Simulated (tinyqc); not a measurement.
Band folding and unfolding in a supercell of a chain: sweeps and comparisons. A value that a table varies takes the place of the one given here.

A chain with hopping -t and n = 6 sites a supercell. H(K) has v_j on the diagonal, -t between neighbours and -t exp(2 pi i K) on the bond that closes the cell (from the last site to the first of the next cell). The point K holds the n wave vectors k_m = (K + m)/n of the primitive zone, in 2 pi/a, m = 0 to n - 1, with E0 = -2t cos(2 pi k_m). The unfolding weight of a state c on k_m is |sum_j c_j exp(-2 pi i k_m j)|^2/n, j = 0 to n - 1.

Parameters, chosen for this exercise:
- t = 1.85 eV (hopping)
- v = (0.462, 0.231, -0.231, -0.462, -0.231, 0.231) eV (site energies in the supercell)
- Kq = 0.26 2 pi/(n a) (wave vector in the small zone)

## Minigaps against first-order theory

Gap i lies between minibands i and i + 1, at K = 1/2 for odd i and K = 0 for even i, where k = +/- i/(2n) are degenerate; first order gives 2|V_i|, the Fourier component V_q = (1/n) sum_j v_j exp(-2 pi i q j/n) for q equal to the number of the gap. Computed for the potential at full and at half strength.

Gaps (eV):

| i | E0 at the crossing | 2\|V_i\| | gap | gap at half strength |
|---|---|---|---|---|
| 1 | -3.2043 | 0.4620 | 0.4596 | 0.2307 |
| 2 | -1.8500 | 0.0000 | 0.0561 | 0.0143 |
| 3 | 0.0000 | 0.0000 | 0.0048 | 0.0006 |
| 4 | 1.8500 | 0.0000 | 0.0561 | 0.0143 |
| 5 | 3.2043 | 0.4620 | 0.4596 | 0.2307 |

Halving the potential about halves gaps 1 and 5, the scaling of first order. For i = 2, 3 and 4 the first-order term is below 1 meV and the gap opens at higher order (full over half strength: 3.9, 8.0 and 3.9). The largest miss of first order is 56 meV, at i = 2 and 4; the potential spans 0.50 t.

## From folded lines to real minibands

The potential is scaled by x. For the lowest level at K: energy, second-order estimate E0(k_0) + x V_0 - x^2 sum_m |V_m|^2/(E0(k_m) - E0(k_0)), weight on k_0, and width of the lowest miniband between K = 0 and 1/2.

Lowest level:

| x | E (eV) | second order (eV) | weight on k_0 | miniband width (eV) |
|---|---|---|---|---|
| 0.00 | -3.5637 | -3.5637 | 1.000 | 0.4957 |
| 0.25 | -3.5686 | -3.5686 | 0.996 | 0.4405 |
| 0.50 | -3.5830 | -3.5832 | 0.983 | 0.3905 |
| 1.00 | -3.6377 | -3.6419 | 0.941 | 0.3055 |
| 1.50 | -3.7210 | -3.7396 | 0.889 | 0.2386 |
| 2.00 | -3.8258 | -3.8764 | 0.838 | 0.1868 |
| 3.00 | -4.0785 | -4.2673 | 0.755 | 0.1168 |
| 4.00 | -4.3686 | -4.8145 | 0.694 | 0.0754 |

Second order is -4.2 meV off at x = 1 and -189 meV at x = 3. The weight on the parent k falls to 0.94 at x = 1 and 0.69 at x = 4, and the miniband narrows from 0.496 to 0.075 eV as the state gathers on the low sites. While the weight stays near one the primitive band is still the right picture and the folded copies carry little spectral weight.

## What each change does

The two lowest levels at K and the weight of the lowest on k_0. Each row changes one parameter from the base and keeps the others.

Results:

| case | level 1 (eV) | level 2 (eV) | weight |
|---|---|---|---|
| base | -3.6377 | -2.6049 | 0.9410 |
| t = 2.035 eV | -3.9880 | -2.8721 | 0.9498 |
| v = (-0.462, -0.231, 0.231, 0.462, 0.231, -0.231) eV | -3.6377 | -2.6049 | 0.9410 |
| Kq = 0.37 2 pi/(n a) | -3.5329 | -2.8503 | 0.8647 |

The largest shifts from the base row, up to three for each result and ties (the steps differ in size, so this ranks the rows, not the parameters). level 1 (eV): t -0.3502, Kq +0.1048; unchanged at the printed digits by v. level 2 (eV): t -0.2673, Kq -0.2455; unchanged at the printed digits by v. weight: Kq -0.0763, t +0.0088; unchanged at the printed digits by v.

Program tinyqc; command `OMP_NUM_THREADS=1 python tinyqc.py 1450847 1450848 out.jsonl`; about 0.01 s on one thread of a shared Intel(R) Xeon(R) Processor @ 2.30GHz.
